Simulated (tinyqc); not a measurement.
# Insulator thickness and V0 from two charges

Problem. In an undoped wire Vg - V0 = Q/Cox + Vt ln(Q/Q0) + Vt ln(1 + Q/Q0) at the source, with Q0 = 4 eps0 eps_r Vt/R and Cox = eps0 eox/(R ln(1 + tox/R)). Find Cox, tox and V0.

Inputs (values chosen for the exercise); material values close to those of silicon: temperature T = 400 K; relative permittivity of the semiconductor eps_r = 11.5; relative permittivity of the gate insulator eox = 21.7; wire radius R = 5 nm.

Constants: q = 1.602176634e-19 C, kB = 1.380649e-23 J/K, Vt = kB T/q, eps0 = 8.8541878128e-14 F/cm where lengths are in cm. Results are converted to the units shown.

Qs at Vg = 0.93 and 1.33 V (nC/cm^2): 710.28056  1786.8537

Solution. The two equations are linear in 1/Cox and V0; tox follows by inverting the logarithm.

Cox = 3.140 uF/cm^2
tox = 12.00 nm
V0 = 0.6283 V

tinyqc, about 0.02 s, one thread, Intel Xeon 2.30GHz (shared host): `OMP_NUM_THREADS=1 python tinyqc.py 2460082 2460083 out.jsonl`
